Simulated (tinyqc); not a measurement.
Trench capacitor in an array: capacitance, non-linearity, leakage and relaxation: one step of the calculation.

A film between two metal electrodes, each interface adding a series capacitance ci. The small-signal permittivity is ek (1 + aq E^2); the field is found with the linear permittivity. Leakage J = J0 sinh(E/Ef). After a voltage step the film passes a relaxation current kr C V tt^(-nr), tt being the time in seconds. The sidewall is a coaxial capacitor with radii a = dm/2 - t and b = dm/2, depth AR dm; the end face is left out.

Task. Planar capacitance, field and non-linearity. Planar film: Cf = eps0 ek/t, 1/C = 1/Cf + 2/ci, EOT = 3.9 eps0/C, effective permittivity C t/eps0, E = (V/t) C/Cf; quadratic coefficient [C(V)/C - 1]/V^2 with Cf (1 + aq E^2) in C(V).

Inputs (values chosen for the exercise); permittivity of the order of that of hafnium oxide: relative permittivity of the film ek = 22.3; film thickness t = 15 nm; capacitance of each electrode interface (dead layer and screening) ci = 1000 uF/cm^2; quadratic field coefficient of the permittivity aq = 0.0063 cm^2/MV^2; bias V = 0.9 V; leakage prefactor J0 = 6.9e-10 A/cm^2; field for an e-fold rise of the leakage Ef = 0.31 MV/cm.

Constants: eps0 = 8.8541878128e-14 F/cm where lengths are in cm. Results are converted to the units shown.

Find: Cf; C; EOT; effective permittivity; E; quadratic coefficient; J.

Result.

Cf = 1.3163 uF/cm^2
C = 1.3129 uF/cm^2
EOT = 2.6302 nm
effective permittivity = 22.241
E = 0.59842 MV/cm
quadratic coefficient = 2778.0 ppm/V^2
J = 2.3278e-9 A/cm^2

The interfaces take 0.263 % of the voltage.

Computed by the program tinyqc: `OMP_NUM_THREADS=1 python tinyqc.py 2102043 2102044 out.jsonl`, one thread of a shared Intel Xeon 2.30GHz, about 0.01 s for the whole run.
